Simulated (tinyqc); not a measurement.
Inside a calculation. Model: nucleation and growth of vacancy voids in a cooling silicon-like crystal. Computed by tinyqc, a small Python program that keeps every step. Command: `OMP_NUM_THREADS=1 python tinyqc.py 3008648 3008649 out.jsonl voids walk`. One thread of a shared host (Intel(R) Xeon(R) Processor @ 2.30GHz), about 0.2 s of CPU time with the checks. Intermediate numbers are printed to about 7 digits and carried at full precision; extremes and crossings named in words are read from the listed rows.

Spherical voids; vacancies are lost only to voids.

Inputs (values chosen for the exercise, for a model crystal):
```
quantity                                    value    unit
vacancy density at the melting point C_m  8.8e+14  1/cm^3
formation energy E_f                          4.2      eV
melting point T_m                            1685       K
diffusion prefactor D0                     0.0011  cm^2/s
migration energy E_m                         0.49      eV
site density rho                            5e+22  1/cm^3
void surface energy gamma                   0.848   J/m^2
cooling rate q                                 18   K/min
ratio (V/G)/xi_c                             1.32       -
limit of the excess at high V/G           2.4e+14  1/cm^3
temperature of the worked step T             1405       K
temperature step                             0.25       K
```

Vacancy supply: from V/G.

Constants: k_B = 8.617333262e-05 eV/K; k_B = 1.380649e-23 J/K; e = 1.602176634e-19 C.

## Vacancy excess

C = C_x (u - 1)/(u + 0.2) with u = (V/G)/xi_c, a form chosen for the exercise.

initial excess C = 5.052632e+13 1/cm^3

## Nucleation rate at T with the initial excess

C_e = C_m exp[-(E_f/k_B)(1/T - 1/T_m)]; D = D0 exp(-E_m/(k_B T)); f = k_B T ln(C/C_e); r* = 2 gamma/(rho f); W* = 16 pi gamma^3/(3 rho^2 f^2); Z = f/sqrt(12 pi W* k_B T); I = rho Z (4 pi r* D C) exp(-W*/(k_B T)).

C_e = 2.760654e+12 1/cm^3

D = 1.921975e-05 cm^2/s

driving force f = 0.3519640 eV

critical radius r* = 0.6015160 nm

W*/(k_B T) = 66.25509

rate I = 3.590412e-05 1/(cm^3 s)

Cooling by 10 K multiplies I by 7100: nucleation switches on within a narrow range of temperature.

## Cooling through the nucleation range

March down from 1500 K in steps dT, dt = dT/q, with values at the upper end of each step: a class of I dt voids is born with r*; then all classes grow by r^2 += 2 D (C - C_e) dt/rho; C falls by the vacancies added to voids. Stop at 1150 K. T_n is the T of the largest I, N the final count (classes under 1e-6 /cm^3 are dropped), and the mean radius the number average.

Rows around the peak of I:
```
T (K)    C (1/cm^3)  C_e (1/cm^3)  I (1/(cm^3 s))  voids (1/cm^3)  mean radius (nm)
1395   5.052632e+13  2.152858e+12    2.534742e-01    9.360221e-01           3.72037
1385   5.052628e+13  1.672858e+12    3.257063e+02    1.500470e+03           4.00349
1375   5.050848e+13  1.295119e+12    1.140561e+05    6.466999e+05           4.29332
1370   5.025480e+13  1.137958e+12    1.292676e+06    8.585725e+06           4.49233
1367   4.936345e+13  1.052492e+12    3.601990e+06    3.127101e+07           4.77491
1365   4.783710e+13  9.989213e+11    4.530263e+06    5.899941e+07           5.18307
1363   4.518262e+13  9.479316e+11    3.209662e+06    8.647027e+07           5.88775
1361   4.151135e+13  8.994063e+11    1.207668e+06    1.016722e+08           6.86648
1359   3.728624e+13  8.532330e+11    2.584194e+05    1.063566e+08           7.91741
1356   3.082837e+13  7.881495e+11    1.055544e+04    1.072972e+08           9.24304
1353   2.490590e+13  7.277744e+11    1.639573e+02    1.073284e+08          10.20026
```

temperature of peak nucleation T_n = 1365 K

void density N = 1.073288e+08 1/cm^3

mean radius = 12.97797 nm

vacancies left at 1150 K = 3.533002e+09 1/cm^3

I rises as supersaturation builds and collapses once the first voids have drawn C down by 5 % at the peak. Nearly all the excess then goes into these voids: [3 C/(4 pi rho N)]^(1/3) = 13.1 nm.

## Cooling rate

The formulas are those given above.

At fixed C:
```
q (K/min)  T_n (K)    N (1/cm^3)  mean radius (nm)
1.8        1376.25  3.606395e+06          40.29775
4.5        1372.00  1.392975e+07          25.66533
9.0        1368.75  3.868743e+07          18.24773
18.0       1365.00  1.073288e+08          12.97797
36.0       1361.25  2.972034e+08           9.23535
72.0       1357.25  8.204098e+08           6.57878
180.0      1351.50  3.113881e+09           4.21396
```

Over the rows N goes as q^1.47 and the radius as q^-0.49, near the 3/2 and -1/2 of the scaling argument (depletion time 1/(4 pi N r D) equal to the time in the nucleation range, at fixed N r^3). T_n drops only 25 K for a factor 100 in q. Fast cooling gives many small voids, which an anneal can dissolve.

## Vacancy excess varied

The formulas are those given above.

At fixed q:
```
C (1/cm^3)  T_n (K)    N (1/cm^3)  mean radius (nm)
2.00e+13     1320.0  2.142327e+08           7.55844
3.00e+13     1339.5  1.584296e+08           9.57323
5.10e+13     1365.5  1.065822e+08          13.04888
8.10e+13     1389.0  7.538397e+07          17.09784
1.30e+14     1413.5  5.288765e+07          22.54174
```

More vacancies nucleate earlier (T_n rises by 94 K) and give fewer, larger voids: N goes as C^-0.75 and the radius as C^0.58, steeper than the -1/2 and +1/2 of the scaling argument at fixed D, because D rises with T_n.

Checks made by the program: Z against the curvature of W(n) (relative difference below 1e-10); N against a run with half the step (relative difference 2e-03).
